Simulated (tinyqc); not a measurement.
# Off-state leakage of single and stacked transistors: two studies

n-channel devices of unit width. Subthreshold current I(Vg, Vs, Vd) = I0 (T/300 K)^0.5 exp[(Vg - Vs - VT(T) - gb (Vs - Vb) + dd (Vd - Vs))/(nf Vt)] (1 - exp(-(Vd - Vs)/Vt)), VT(T) = VT - cT (T - 300 K). Gate-edge tunnelling Ig (Vd/1 V) exp(ag (Vd - 1 V)), for a gate at 0 V, and band-to-band leakage Ab u exp(-Bb/u), u = Vd - Vb + 1 V, flow at a drain held at V; both are taken as independent of T. In a stack of off transistors (all gates at 0 V) the same subthreshold current passes through each.

Inputs (values chosen for the exercise); values of the order met in bulk silicon logic transistors:
- T = 300 K (temperature)
- V = 1 V (supply voltage)
- VT = 0.34 V (threshold at 300 K, zero drain and body bias)
- cT = 0.9 mV/K (fall of the threshold with temperature)
- I0 = 0.14 uA/um (current at threshold at 300 K)
- nf = 1.45 (slope factor)
- dd = 0.09 (drain-induced lowering per volt)
- gb = 0.15 (rise of the threshold per volt of source-body bias)
- Ig = 2e-6 uA/um (gate-edge tunnelling current at 1 V)
- ag = 5.2 1/V (exponential slope of the gate current)
- Ab = 6 uA/(um V) (prefactor of band-to-band leakage at the drain)
- Bb = 19 V (its exponential voltage)
- Vb = 0 V (body voltage)

Constants: q = 1.602176634e-19 C, kB = 1.380649e-23 J/K, Vt = kB T/q. Results are converted to the units shown.

Each table varies one quantity; the others keep the values above.

## Subthreshold current against the height of the stack

All n gates at 0 V, bottom source at 0 V, top drain at V; node voltages follow from equal currents.

Subthreshold current against the height of the stack:
columns A: n; B: I (nA/um); C: reduction factor; D: drain voltage of the bottom device (mV); E: source voltage of the top device (mV); F: voltage across the top device (V)
```
A         B      C      D      E       F
1    0.1777  1.000   1000      0   1.000
2   0.01775  10.01  69.64  69.64  0.9304
3  0.009335  19.04  20.73  89.07  0.9109
4  0.006352  27.97  12.47  100.7  0.8993
5  0.004820  36.87  8.961  109.0  0.8910
6  0.003886  45.73  7.002  115.6  0.8844
```

The second transistor cuts the current by a factor of 10.0, the third by a further 1.90 and the sixth by 1.24. The top device keeps 88.4 % of the supply at n = 6, while the drain voltage of the bottom one falls to 0.271 Vt.

## Leakage components against the supply voltage

Same model as above.

One transistor with Vg = Vs = 0, Vd = V; stack factor I(one)/I(two in series).

Leakage components against the supply voltage:
```
V (V)  subthreshold (nA/um)  gate edge (nA/um)  band-to-band (nA/um)  total (nA/um)  stack factor  largest part
0.5                0.053499          7.4274e-5              0.028391       0.081964        3.8115  subthreshold
0.6                0.068017          1.4992e-4              0.066838        0.13501        4.5564  subthreshold
0.7                0.086475          2.9419e-4               0.14280        0.22957        5.4939  band-to-band
0.8                 0.10994          5.6553e-4               0.28132        0.39183        6.6727  band-to-band
0.9                 0.13978          0.0010701               0.51756        0.65841        8.1533  band-to-band
1                   0.17771          0.0020000               0.89822         1.0779        10.012  band-to-band
1.1                 0.22593          0.0037005                1.4827         1.7123        12.342  band-to-band
1.2                 0.28724          0.0067901                2.3434         2.6374        15.264  band-to-band
1.3                 0.36519           0.012373                3.5664         3.9440        18.924  band-to-band
1.4                 0.46429           0.022413                5.2505         5.7372        23.509  band-to-band
```

As V goes from 0.5 to 1.4, the total leakage rises from 0.0820 to 5.74 nA/um. The subthreshold part leads at V = 0.5, the band-to-band part from 0.7 on. The reduction by a stack of two rises from 3.81 to 23.5, for the subthreshold part alone.

tinyqc, about 0.04 s, one thread, Intel Xeon 2.30GHz (shared host): `OMP_NUM_THREADS=1 python tinyqc.py 2242099 2242100 out.jsonl`
